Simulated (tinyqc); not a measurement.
A finite superlattice with mass mismatch, transfer matrices: one step of the calculation.

One electron of energy E comes from the left lead (band edge 0); no transverse momentum. Parabolic bands, masses in units of m0, C = hbar^2/(2 m0); psi and psi'/m are continuous at every interface. N periods of a barrier d1 followed by a well Lw; the right lead equals the left one.

Problem. Matrices of the layers. For the pair (psi, psi'/m) a flat layer has M = [[cos kd, (m/k) sin kd], [-(k/m) sin kd, cos kd]] with k = sqrt(m (E - U)/C) above its edge U, and M = [[cosh Kd, (m/K) sinh Kd], [(K/m) sinh Kd, cosh Kd]] with K = sqrt(m (U - E)/C) below it. M12 is in nm, M21 in 1/nm.

Parameters, values chosen for the exercise; masses and offsets close to those of InGaAs wells and InAlAs barriers: mass in the left lead mL = 0.04 m0; barrier height U1 = 0.53 eV; barrier mass m1 = 0.074 m0; barrier width d1 = 0.5 nm; well width (edge 0, mass mL) Lw = 3.5 nm; electron energy E = 0.683 eV.

Constants: q = 1.602176634e-19 C, hbar = 1.054571817e-34 J s, m0 = 9.1093837015e-31 kg, hbar^2/(2 m0) = 0.0380998212 eV nm^2. Results are converted to the units shown.

Wanted: M of layer 1; M of layer 2.

Solution.

M of layer 1:
```
        1        2
1  0.9631  0.03654
2  -1.983   0.9631
```

M of layer 2:
```
         1         2
1  -0.9842  0.008355
2   -3.744   -0.9842
```

Range of the model: Masses are held fixed, although real bands cease to be parabolic a few tenths of an eV from their edges (inside a barrier too). Layers thinner than about 0.8 nm hold only a few atomic planes, where an effective mass is a rough description.

Program tinyqc, `OMP_NUM_THREADS=1 python tinyqc.py 2560016 2560017 out.jsonl`; Intel Xeon 2.30GHz, shared host, one thread, about 0.01 s.
